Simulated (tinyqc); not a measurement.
Inside a calculation: strained quantum well: band edges, subbands and transparency. Values are carried at full precision from step to step, so a last printed digit may differ when a step is redone from the rounded ones.

Growth on (001), barriers unstrained: tr(e) = e (2 - nu2), Z = b e (1 + nu2); Ec = Ev + Eg + ac tr(e), E_HH = Ev + av tr(e) + Z, E_LH = Ev + av tr(e) - Z (coupling to the split-off band left out).

Constants: hbar^2/2m0 = 3.80998211 eV angstrom^2; hc = 1239.841984 eV nm; kB = 8.617333262e-05 eV/K.

Inputs chosen for the exercise (near those of an InGaAs/AlGaAs well; the results hold for these values, not for the real material): e = -0.0155 (strain in the plane); nu2 = 0.953 (2 C12/C11); Eg = 1.103 eV (unstrained gap of the well); Ev = -0.754 eV (its valence edge); ac = -6.71 eV; av = 1.12 eV (Ev moves by av tr(e)); b = -1.96 eV (shear potential); Egb = 1.666 eV (gap of the barrier); Evb = -0.905 eV (its valence edge); L = 90 angstrom (well width); me = 0.0564 m0 (electron mass); g1 = 9.84 (gamma1); g2 = 3.48 (gamma2); meb = 0.084 m0; g1b = 6.3; g2b = 1.8; T = 300 K (temperature); Br = 1.6 x 1e-4 cm^2/s (two-dimensional radiative coefficient).

## Strained band edges and offsets

Give tr(e), Z, the edges Ec, E_HH, E_LH and the well depths against the barrier.

tr(e) = -0.01623
Z = 0.0593 eV

Ec, E_HH, E_LH (eV): 0.4579  -0.7128  -0.8315

depths for e, HH, LH (eV): 0.3031  0.1922  0.0735

The well is under compression, which puts HH on top, by 119 meV; the gap becomes 1.1707 eV, +68 meV from the unstrained one.

## Subband edges

Masses along z: me, 1/(g1 - 2 g2) for HH, 1/(g1 + 2 g2) for LH, likewise in the barrier; in the plane me, 1/(g1 + g2) for HH and 1/(g1 - g2) for LH (no mixing, which understates the hole masses away from k = 0). Level n solves k L + 2 atan[(k/m)/(kappa/mb)] = n pi, k = sqrt(m E/c), kappa = sqrt(mb (V - E)/c), c = hbar^2/2m0.

Up to three electron, four HH and two LH levels, on the common energy scale, with their masses in the plane.

Subbands:

| level | E (eV) | m in the plane |
|---|---|---|
| e1 | 0.4996 | 0.0564 |
| e2 | 0.6219 | 0.0564 |
| hh1 | -0.7225 | 0.0751 |
| hh2 | -0.7513 | 0.0751 |
| hh3 | -0.7981 | 0.0751 |
| lh1 | -0.8544 | 0.1572 |
| hh4 | -0.8597 | 0.0751 |

lowest transition = 1.2221 eV
wavelength hc/E = 1014.5 nm

The top hole level is hh1, so the edge is mainly TE polarised; hh2 lies 29 meV lower.

## Transparency density

Transparency (Bernard-Duraffourg): Fc - Fv equals the lowest transition energy with n = p, n = sum m/(2 pi c) kB T ln(1 + exp((Fc - E)/kB T)) and p likewise over the listed subbands; c = hbar^2/2m0, 1/angstrom^2 = 1e16/cm^2.

Solve for u = (Fc - e1)/kB T; give n_tr, the share of holes in the top subband and the current e Br n_tr^2 (e = 1.602177e-19 C).

u = 0.459
n_tr = 0.586 x 1e12/cm^2
share = 0.677
current density = 8.8 A/cm^2

For mirror-image bands u = 0 and n_tr = me kB T ln2/(2 pi c) = 0.422 x 1e12/cm^2; the heavier or more numerous hole states raise it by a factor 1.39.

## Checks

- Transparency for equal single subbands against m kB T ln2/(2 pi c): both 0.3743.

Program tinyqc; command `OMP_NUM_THREADS=1 python tinyqc.py 1281990 1281991 out.jsonl`; about 0.01 s on one thread of a shared Intel(R) Xeon(R) Processor @ 2.30GHz.
